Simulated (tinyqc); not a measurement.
Worked calculation: tight binding, dimerised chain. Computed by tinyqc, a small Python program that keeps every step. Settings: t1 = 1.29, t2 = 0.62, delta = 0, points = 6, cells = 4. Command: `OMP_NUM_THREADS=1 python tinyqc.py 30113 30114 out.jsonl` (the two numbers bound the seeds that draw the settings). One thread of a shared host (Intel(R) Xeon(R) Processor @ 2.60GHz), about 0.01 s of CPU time with the checks.

## Bloch Hamiltonian at k

Parameters chosen for this model:
```
parameter     value                      unit
t1         1.290000       eV, inside the cell
t2         0.620000         eV, between cells
delta             0  eV, +/- on the two sites
```

k point k (2 pi / a): [0.10000]

H_AA = +delta, H_BB = -delta, H_AB = -t1 - t2 exp(-i k a).

H(k) at k (eV), order A, B:
```
[[0.00000, -1.79159+0.36443i],
 [-1.79159-0.36443i, 0.00000]]
```

## Levels at k

Diagonalise the Hermitian matrix.

eigenvalues (eV): [-1.82828, 1.82828]

weights |c|^2 of the basis functions, order A, B:
```
[[0.50000, 0.50000],
 [0.50000, 0.50000]]
```

## Bloch Hamiltonian at X

k point X (2 pi / a): [0.50000]

As before.

H(k) at X (eV), order A, B:
```
[[0.00000, -0.67000],
 [-0.67000, 0.00000]]
```

## Levels at X

As before.

eigenvalues (eV): [-0.67000, 0.67000]

weights |c|^2 of the basis functions, order A, B:
```
[[0.50000, 0.50000],
 [0.50000, 0.50000]]
```

## Bands along a path

The same steps at evenly spaced points between the labelled ones.

Bands along the path (eV):
```
k           band 1   band 2
G         -1.91000  1.91000
G-X 0.33  -1.68769  1.68769
G-X 0.67  -1.11745  1.11745
X         -0.67000  0.67000
```

With 1 band(s) filled, the highest filled level on these points lies at X and the lowest empty one at X: a gap of 1.3400 eV, direct.

## Berry (Zak) phase of the lower band

On 6 points k_j = j/N: phase = -Im ln of the product of <u_j|u_(j+1)>, closed with u_N = u_0 (the cell-periodic part is taken without the site positions). Single arguments depend on the phases chosen for the u_j; only their sum modulo 2 pi does not.

Overlaps:
```
j  |<u_j|u_j+1>|  argument (rad)
0        0.98692        -0.16189
1        0.99607         0.41250
2        0.96876        -0.25061
3        0.96876        -0.25061
4        0.99607         0.41250
5        0.98692        -0.16189
```

phase / pi, folded into (-1, 1] = 0.00000

## Open chain of 4 cells

H of the open chain (eV):
```
[[0.00000, -1.29000, 0.00000, 0.00000, 0.00000, 0.00000, 0.00000, 0.00000],
 [-1.29000, 0.00000, -0.62000, 0.00000, 0.00000, 0.00000, 0.00000, 0.00000],
 [0.00000, -0.62000, 0.00000, -1.29000, 0.00000, 0.00000, 0.00000, 0.00000],
 [0.00000, 0.00000, -1.29000, 0.00000, -0.62000, 0.00000, 0.00000, 0.00000],
 [0.00000, 0.00000, 0.00000, -0.62000, 0.00000, -1.29000, 0.00000, 0.00000],
 [0.00000, 0.00000, 0.00000, 0.00000, -1.29000, 0.00000, -0.62000, 0.00000],
 [0.00000, 0.00000, 0.00000, 0.00000, 0.00000, -0.62000, 0.00000, -1.29000],
 [0.00000, 0.00000, 0.00000, 0.00000, 0.00000, 0.00000, -1.29000, 0.00000]]
```

The same hoppings without the wrap-around bond.

levels (eV): [-1.81693, -1.55572, -1.18532, -0.82653, 0.82653, 1.18532, 1.55572, 1.81693]

weights of the highest filled level on the sites: [0.12162, 0.04993, 0.18295, 0.14550, 0.14550, 0.18295, 0.04993, 0.12162]

The bulk gap runs from -0.6700 to 0.6700 eV; no level of this chain lies inside it.
